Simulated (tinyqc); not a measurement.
Exciton in an atomically thin sheet (Rytova-Keldysh potential): sweeps and comparisons. A value that a table varies takes the place of the one given here.

Relative motion in the plane with V(k) = -2 pi q/(k (kap + r0 k)), q = e^2/(4 pi eps0), c = hbar^2/2m0. Normalised Gaussians exp(-a_i r^2): with A = a_i + a_j, S_ij = 2 sqrt(a_i a_j)/A, T_ij = (4c/mu)(a_i a_j/A) S_ij, V_ij = -q S_ij times the integral over k from 0 to infinity of exp(-k^2/4A)/(kap + r0 k).

Converged values use 20 Gaussians with exponents 2^i/b^2, i = -11 to 8, b the larger of a0 kap/(2 mu) and sqrt(a0 r0/mu), a0 = 0.5291772 angstrom; p states use r exp(i theta) exp(-a r^2).

Constants: hbar^2/2m0 = 3.80998211 eV angstrom^2; e^2/(4 pi eps0) = 14.39964547 eV angstrom; Ry = 13.60569312 eV.

Inputs chosen for the exercise (near those of a MoTe2 monolayer; shifted at random, so the results belong to these values and not to a real crystal):
```
symbol  value                   unit      meaning
r0      77.4                    angstrom  screening length of the sheet
kaps    (1, 2, 3, 4, 6, 9, 15)            surroundings
me      0.576                   m0        electron mass
mh      0.633                   m0        hole mass
kap     2.45                              mean dielectric constant of the surroundings
Eg      1.411                   eV        gap, in these surroundings
```

## Dielectric surroundings

mu = 0.301578 m0

Converged 1s and 2s bindings; the hydrogen value is 4 Ry mu/kap^2.

Bindings (meV):
```
kap,1s,2s,2s line - 1s line,hydrogen 1s,1s/2s
1.00,362.8,189.4,173.4,16413,1.92
2.00,253.4,107.0,146.5,4103,2.37
3.00,195.8,70.2,125.5,1824,2.79
4.00,158.6,49.8,108.8,1026,3.18
6.00,112.5,28.8,83.7,456,3.91
9.00,74.9,15.5,59.4,203,4.83
15.0,40.4,6.6,33.8,73,6.14
```

The 1s binding falls by a factor 9.0 where the hydrogen model gives 225; the local exponent d ln E/d ln kap moves from -0.52 to -1.21, towards -2. The ratio 1s/2s climbs from 1.9 to 6.1, towards the hydrogen value 9, as r0/kap shrinks from 77.4 to 5.2 angstrom.

## What each parameter does

1/mu = 1/me + 1/mh; converged values. Eg is held fixed when kap or r0 changes: the shrinking of the gap by stronger screening, which offsets most of the shift of the 1s line, is left out. Each row changes one parameter from the base and keeps the others.

Results:
```
case,1s binding (meV),2s - 1s (meV),2s - 2p (meV),1s line (eV)
base,223.9,136.4,23.0,1.187
me = 0.691 m0,230.4,138.8,23.8,1.181
mh = 0.506 m0,215.9,133.5,22.1,1.195
kap = 3.19,187.5,122.1,18.6,1.223
r0 = 92.9 angstrom,197.5,117.5,20.4,1.214
Eg = 1.48 eV,223.9,136.4,23.0,1.256
```

The largest shifts from the base row, up to three for each result and ties (the steps differ in size, so this ranks the rows, not the parameters). 1s binding (meV): kap -36.3, r0 -26.4, mh -8.0; unchanged at the printed digits by Eg. 2s - 1s (meV): r0 -18.9, kap -14.4, mh -3.0; unchanged at the printed digits by Eg. 2s - 2p (meV): kap -4.4, r0 -2.6, mh -0.9; unchanged at the printed digits by Eg. 1s line (eV): Eg +0.069, kap +0.036, r0 +0.026.

Computed by tinyqc, a small Python program: `OMP_NUM_THREADS=1 python tinyqc.py 1280009 1280010 out.jsonl` (the numbers bound the seed that draws the inputs); one thread of a shared host (Intel(R) Xeon(R) Processor @ 2.30GHz), about 0.03 s for the whole set of steps.
